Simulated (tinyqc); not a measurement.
Buckled dimers of a reconstructed (001) surface, two dangling bonds a dimer: one step. An isolated dimer. Three cases, with inputs chosen for the exercise.

Task: For ta = tx = 0, W = -2 sqrt(tp^2 + (gm z)^2) + kf z^2. It buckles if gm^2/kf > tp; then sqrt(tp^2 + (gm z)^2) = gm^2/kf, the gap is twice that, and the gain is (gm^2/kf - tp)^2 kf/gm^2.

Case 1.

Values chosen (out of a larger set: of the size met on Si(001); not measured data): tp = 0.17 eV (pi coupling inside a dimer); gm = 1.82 eV/angstrom (shift of a dangling bond with height); kf = 7.9 eV/angstrom^2 (force constant of buckling).

Case 2.

Values chosen (out of a larger set: of the size met on Si(001); not measured data): tp = 0.36 eV (pi coupling inside a dimer); gm = 1.61 eV/angstrom (shift of a dangling bond with height); kf = 3.6 eV/angstrom^2 (force constant of buckling).

Case 3.

Values chosen (out of a larger set: of the size met on Ge(001); not measured data): tp = 0.32 eV (pi coupling inside a dimer); gm = 1.83 eV/angstrom (shift of a dangling bond with height); kf = 4.8 eV/angstrom^2 (force constant of buckling).

Give: gm^2/kf; buckling z; gap; gain.

Result:

Case 1.

gm^2/kf = 0.4193 eV
buckling z = 0.2106 angstrom
gap = 0.8386 eV
gain = 0.1482 eV

Case 2.

gm^2/kf = 0.7200 eV
buckling z = 0.3873 angstrom
gap = 1.4401 eV
gain = 0.1800 eV

Case 3.

gm^2/kf = 0.6977 eV
buckling z = 0.3388 angstrom
gap = 1.3954 eV
gain = 0.2045 eV

The pi bond is too weak to resist: the dimer tilts and charge moves to the up atom.

Computed by tinyqc, one run a case: `OMP_NUM_THREADS=1 python tinyqc.py N N+1 out.jsonl` with N = 1481046, 1481280, 1481476; one thread of a shared Intel(R) Xeon(R) Processor @ 2.30GHz, about 0.06 s a run at most.
